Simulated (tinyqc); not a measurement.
Worked calculation: tight binding, honeycomb lattice. Computed by tinyqc, a small Python program that keeps every step. Settings: t1 = 1.09, t2 = 0, phi = 1.15, delta = 0, points = 6. Command: `OMP_NUM_THREADS=1 python tinyqc.py 25634 25635 out.jsonl` (the two numbers bound the seeds that draw the settings). One thread of a shared host (Intel(R) Xeon(R) Processor @ 2.60GHz), about 0.01 s of CPU time with the checks.

## Bloch Hamiltonian at k

Parameters chosen for this model:
```
parameter     value                        unit
t1         1.090000                 eV, nearest
t2                0       eV, second neighbours
phi        1.150000  rad, phase of t2 (Haldane)
delta             0          eV, +/- on A and B
```

k point k (fractions of the reciprocal vectors): [0.430000, 0.160000]

H_AB = -t1 (1 + exp(-i k.a1) + exp(-i k.a2)); H_AA = delta - 2 t2 sum cos(k.b + phi), H_BB = -delta - 2 t2 sum cos(k.b - phi), b = a1, a2 - a1, -a2.

H(k) at k (eV), order A, B:
```
[[0.000000, -0.687790+1.384417i],
 [-0.687790-1.384417i, 0.000000]]
```

## Levels at k

Diagonalise the Hermitian matrix.

eigenvalues (eV): [-1.545854, 1.545854]

weights |c|^2 of the basis functions, order A, B:
```
[[0.500000, 0.500000],
 [0.500000, 0.500000]]
```

## Bloch Hamiltonian at K

k point K (fractions of the reciprocal vectors): [0.333333, 0.666667]

As before.

H(k) at K (eV), order A, B:
```
[[0.000000, 0.000000],
 [0.000000, 0.000000]]
```

## Levels at K

As before.

eigenvalues (eV): [0.000000, 0.000000]

## Bands along a path

The same steps at evenly spaced points between the labelled ones.

Bands along the path (eV):
```
k             band 1    band 2
G          -3.270000  3.270000
G-K 0.33   -2.759977  2.759977
G-K 0.67   -1.468553  1.468553
K                  0         0
K-M 0.33   -0.579977  0.579977
K-M 0.67   -0.958530  0.958530
M          -1.090000  1.090000
M-K' 0.33  -0.958530  0.958530
M-K' 0.67  -0.579977  0.579977
K'                 0         0
```

With 1 band(s) filled, the highest filled level on these points lies at K and the lowest empty one at K: the bands touch or overlap, so there is no gap.
